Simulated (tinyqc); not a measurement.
From results back to parameters: phonon-assisted absorption at an indirect gap. Four cases, with inputs chosen for the exercise.

Problem. A slab transmits Tr = (1 - R)^2 x/(1 - R^2 x^2) with x = exp(-alpha d) and R = ((nr - 1)/(nr + 1))^2.

Find: x; alpha.

Method. Tr R^2 x^2 + (1 - R)^2 x - Tr = 0; take the positive root, then alpha = -ln(x)/d.

Case 1.

Values chosen (out of a larger set: loosely those of GaP at room temperature; Eg is not tied to T; not measured data): nr = 3.36 (refractive index); d = 1.1 micrometre (thickness).

Tr = 0.418210

Solution.

x = 0.7916
alpha = 2.12e+03 1/cm

Case 2.

Values chosen (out of a larger set: loosely those of GaP at room temperature; Eg is not tied to T; not measured data): nr = 3.47 (refractive index); d = 0.64 micrometre (thickness).

Tr = 0.504078

Solution.

x = 0.9557
alpha = 709 1/cm

Case 3.

Values chosen (out of a larger set: loosely those of Si at room temperature; Eg is not tied to T; not measured data): nr = 3.54 (refractive index); d = 95 micrometre (thickness).

Tr = 0.519083

Solution.

x = 0.9935
alpha = 0.687 1/cm

Case 4.

Values chosen (out of a larger set: loosely those of Si at room temperature; Eg is not tied to T; not measured data): nr = 3.64 (refractive index); d = 280 micrometre (thickness).

Tr = 6.37555e-06

Solution.

x = 1.394e-05
alpha = 399 1/cm

Computed by tinyqc, one run a case: `OMP_NUM_THREADS=1 python tinyqc.py N N+1 out.jsonl` with N = 1650343, 1650371, 1650417, 1650433; one thread of a shared Intel(R) Xeon(R) Processor @ 2.30GHz, about 0.01 s a run at most.
